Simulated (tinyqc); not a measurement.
Inside a calculation. Method: Hubbard ring of 3 sites. Computed by tinyqc, a small Python program that keeps every step. Settings: hopping = 1.43, U = 1.9, mixing = 0.5, iteration cap = 56. Command: `OMP_NUM_THREADS=1 python tinyqc.py 26256 26257 out.jsonl` (the two numbers bound the seeds that draw the settings). One thread of a shared host (Intel(R) Xeon(R) Processor @ 2.60GHz), about 0.2 s of CPU time with the checks. Later iterations appear only in the table of the cycle.

## Mean-field iteration 1

one-body matrix (hopping and site energies) (eV), order 1, 2, 3:
```
[[-0.74000, -1.43000, -1.43000],
 [-1.43000, 0.09000, -1.43000],
 [-1.43000, -1.43000, -0.96000]]
```

U = 1.90000 eV

electrons, up and down: [2, 1]

mixing = 0.50000

n(up) at the start (a guess, not normalised): [0.96700, 0.36700, 0.96700]

n(down) at the start (a guess): [0.03300, 0.63300, 0.03300]

H(up) = T + U n(down), H(down) = T + U n(up); fill the lowest levels; n(new) = n + mixing (n(out) - n); E = tr T (rho up + rho down) + U sum n_up n_down of the output.

levels, up (eV): [-3.14260, 0.64402, 2.21668]

levels, down (eV): [-1.94326, 2.25924, 2.44592]

energy = -4.96031 eV

n(up) after iteration 1: [0.93412, 0.27020, 0.94618]

n(down) after iteration 1: [0.16984, 0.49354, 0.18612]

## Mean-field iteration 2

As before.

levels, up (eV): [-2.96775, 0.91838, 2.05341]

levels, down (eV): [-2.04196, 2.13484, 2.38307]

energy = -4.98769 eV

n(up) after iteration 2: [0.90712, 0.23796, 0.93016]

n(down) after iteration 2: [0.23568, 0.43114, 0.25793]

## Convergence

Each step fills the lowest levels of T + U n(other spin) and sets n(new) = n + mixing (n(out) - n); stop when output and input agree to 1e-8.

Course of the cycle:
```
iteration      E (eV)  largest |n(out) - n(in)|  mean |n_up - n_down|
1          -4.9603129                  3.06e-01               0.45379
2          -4.9876906                  1.44e-01               0.44201
3          -4.9941131                  6.91e-02               0.43199
4          -4.9958882                  3.51e-02               0.42483
5          -4.9964934                  1.96e-02               0.42000
6          -4.9967313                  1.21e-02               0.41680
7          -4.9968321                  8.07e-03               0.41470
8          -4.9968764                  5.42e-03               0.41333
9          -4.9968965                  3.68e-03               0.41243
10         -4.9969058                  2.53e-03               0.41183
11         -4.9969101                  1.75e-03               0.41144
...               ...                       ...                   ...
37         -4.9969142                  2.47e-07               0.41064
38         -4.9969142                  1.76e-07               0.41064
39         -4.9969142                  1.26e-07               0.41064
40         -4.9969142                  9.00e-08               0.41064
41         -4.9969142                  6.43e-08               0.41064
42         -4.9969142                  4.60e-08               0.41064
43         -4.9969142                  3.29e-08               0.41064
44         -4.9969142                  2.35e-08               0.41064
45         -4.9969142                  1.68e-08               0.41064
46         -4.9969142                  1.20e-08               0.41064
47         -4.9969142                  8.58e-09               0.41064
```

local moments n_up - n_down: [0.53357, -0.11596, 0.58240]

Converged in 47 iterations. Before convergence this energy mixes input and output and is not variational, so it may rise towards its limit.

## The many-body Hamiltonian

Basis: all placements (u, d, 2, 0 on each site), up operators ordered before down ones; hops carry the sign of the same-spin electrons passed.

H (eV), order 2u0, u20, uud, 20u, udu, u02, duu, 02u, 0u2:
```
[[0.51000, -1.43000, -1.43000, -1.43000, 0.00000, 0.00000, 1.43000, 0.00000, 0.00000],
 [-1.43000, 1.34000, -1.43000, 0.00000, -1.43000, 0.00000, 0.00000, 1.43000, 0.00000],
 [-1.43000, -1.43000, -1.61000, 0.00000, 0.00000, -1.43000, 0.00000, 0.00000, 1.43000],
 [-1.43000, 0.00000, 0.00000, -0.54000, -1.43000, -1.43000, -1.43000, 0.00000, 0.00000],
 [0.00000, -1.43000, 0.00000, -1.43000, -1.61000, -1.43000, 0.00000, -1.43000, 0.00000],
 [0.00000, 0.00000, -1.43000, -1.43000, -1.43000, -0.76000, 0.00000, 0.00000, -1.43000],
 [1.43000, 0.00000, 0.00000, -1.43000, 0.00000, 0.00000, -1.61000, -1.43000, -1.43000],
 [0.00000, 1.43000, 0.00000, 0.00000, -1.43000, 0.00000, -1.43000, 1.12000, -1.43000],
 [0.00000, 0.00000, 1.43000, 0.00000, 0.00000, -1.43000, -1.43000, -1.43000, 0.07000]]
```

## Exact diagonalisation (9 states)

Lowest levels of the sector, and the double occupancy of the lowest state.

lowest levels (eV): [-5.07332, -4.59933, -1.61000, -0.67829, -0.47180, 0.28900]

double occupancy per site = 0.18907

The mean-field solution above lies 0.0764 eV above the exact energy.

## The lowest level by Lanczos steps

From a random start vector (not printed): a_j = <q_j|H|q_j>, b_j = norm of the remainder after orthogonalising; the Ritz value is the lowest eigenvalue of the tridiagonal matrix of a and b so far.

Lanczos:
```
j  a_j (eV)  b_j (eV)  lowest Ritz value (eV)
1  -3.41134   2.09029              -3.4113355
2  -0.39756   2.38168              -4.4812718
3   1.66045   1.60293              -4.6947009
4  -2.02898   2.33715              -4.7363506
5  -2.05967   2.26299              -4.8824038
6   2.65670   2.01875              -5.0479962
7   0.37751   0.37948              -5.0731866
8   0.48390   0.36431              -5.0733220
9  -0.37102         0              -5.0733227
```
